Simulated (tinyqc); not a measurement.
Rapid thermal processing of a wafer: radiative balance, ramp and cooling, pattern effects, pyrometer error and spike budget: one step, computed by the program tinyqc.

The wafer is opaque and uniform through its thickness unless said otherwise; temperatures in formulas are in kelvin (C + 273.15). sigma = 5.670374419e-12 W/(cm^2 K^4).

Problem. Pattern effect. At steady state a sinusoidal change of absorbed power of relative amplitude a and period p gives the temperature amplitude a q/(dq/dT + k d (2 pi/p)^2); healing length l = sqrt(k d/(dq/dT)); process change = E_a dT/(k_B T^2). Emissivity is taken as unchanged.

Inputs (values chosen for the exercise, modelled on a hot silicon wafer):
```
quantity                                        value        unit
wafer thickness d                                 775  micrometre
thermal conductivity k                           0.27    W/(cm K)
wall temperature T_w                              350           K
process temperature                               819           C
relative change of absorptivity over a pattern     13           %
period of the pattern                              11          mm
activation energy of the process E_a                2          eV
```

dq/dT = 28.03873 mW/(cm^2 K)

holding power q = 8.141270 W/cm^2

Constants: k_B = 8.617333262e-05 eV/K.

Give: healing length l; amplitude without lateral conduction; amplitude; change of the process rate.

Solution.

healing length l = 8.639 mm

amplitude without lateral conduction = 37.75 K

amplitude = 1.489 K

change of the process rate = 2.897 %

Lateral conduction cuts the amplitude to 3.9 %, since p/(2 pi l) = 0.20.
